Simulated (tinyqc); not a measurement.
Memristor with linear dopant drift, Joglekar window: two steps of the calculation.

A film of thickness D has a doped share x: R = Ron x + Roff (1 - x), i = v/R, dx/dt = k i F with k = mv Ron/D^2 and F = 1 - (2 x - 1)^(2 p). The drive is v = V0 sin(2 pi f t). The model has no threshold and no heating.

Values chosen for this exercise:
```
symbol    value       unit                             meaning
Ron         200        ohm  resistance of the fully doped film
Roff      10000        ohm      resistance of the undoped film
D             5         nm                      film thickness
mv      9.9e-15  m^2/(V s)                     dopant mobility
x0          0.2                           doped share at t = 0
V0          1.3          V                           amplitude
p             5                                window exponent
f            22         Hz                           frequency
```

Task 1. Rate constant, charge and flux scales. k = mv Ron/D^2; R0 = R(x0); without a window the film fills (x = 1) after the charge (1 - x0)/k and the flux (R0^2 - Ron^2)/(2 k (Roff - Ron)); half a period supplies the flux V0/(pi f).

Find: k; R0; charge to fill; flux to fill; flux of half a period.

Result 1.

k = 79200 1/C
R0 = 8040.0 ohm
charge to fill = 10.101 uC
flux to fill = 0.041616 V s
flux of half a period = 0.018809 V s

Half a period supplies 45.2 % of the flux to fill.

Task 2. One Runge-Kutta step. Step h = 1/(16 f), from t = j h. With g(t, x) = dx/dt: k1 = g(t, x), k2 = g(t + h/2, x + h k1/2), k3 = g(t + h/2, x + h k2/2), k4 = g(t + h, x + h k3), x(new) = x + h (k1 + 2 k2 + 2 k3 + k4)/6.

x at step 2 = 0.22748851
j = 2

Give: k1..k4; x at step 3.

Result 2.

k1..k4 (1/s): [9.35, 11.19, 11.23, 12.75]
x at step 3 = 0.2592

Numbers from tinyqc (`OMP_NUM_THREADS=1 python tinyqc.py 2880141 2880142 out.jsonl`; about 0.2 s on one thread of a shared Intel Xeon 2.30GHz).
